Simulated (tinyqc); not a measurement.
Inversion-layer mobility, back-scattering and ballistic limit of a field-effect transistor: one step, computed by the program tinyqc.

The charge at the top of the source barrier is fixed by the gate; series resistance and short-channel effects are left out. F_j are Fermi integrals normalised to exp(eta) in the classical limit.

Problem. Ballistic limit. F_j(eta) = (1/Gamma(j + 1)) int_0^infinity x^j/(1 + exp(x - eta)) dx, F_0 = ln(1 + exp(eta)). Integrals over x = E/(k_B T) use 160 Gauss-Legendre points in u = sqrt(x) from 0 to sqrt(max(eta, 0) + 32). Ballistic channel: N_2D = g_v m k_B T/(pi hbar^2), U = e V_D/(k_B T); eta_F solves N_inv = (N_2D/2)[F_0(eta_F) + F_0(eta_F - U)]; v_T = sqrt(2 k_B T/(pi m)); I/W = e (N_2D/2) v_T [F_1/2(eta_F) - F_1/2(eta_F - U)]; injection velocity v_T F_1/2(eta_F)/F_0(eta_F).

Inputs (values chosen for the exercise, modelled on a strained silicon n-channel):
```
quantity               value  unit
transport mass m        0.19   m_0
valley degeneracy g_v      2     -
drain voltage V_D       0.66     V
temperature T            300     K
```

Statistics at the top of the barrier: Fermi-Dirac.

inversion density N_inv = 1.456268e+12 1/cm^2

Constants: m_0 = 9.1093837015e-31 kg; k_B = 1.380649e-23 J/K; hbar = 1.054571817e-34 J s; k_B = 8.617333262e-05 eV/K; e = 1.602176634e-19 C.

Give: N_2D; eta_F; thermal velocity v_T; injection velocity; ballistic current I/W.

Solution.

N_2D = 4.104e+12 1/cm^2

eta_F = 0.03291

thermal velocity v_T = 1.234 1e7 cm/s

injection velocity = 1.366 1e7 cm/s

ballistic current I/W = 318.6 microampere/micrometre

Degeneracy raises the injection velocity by a factor 1.11.
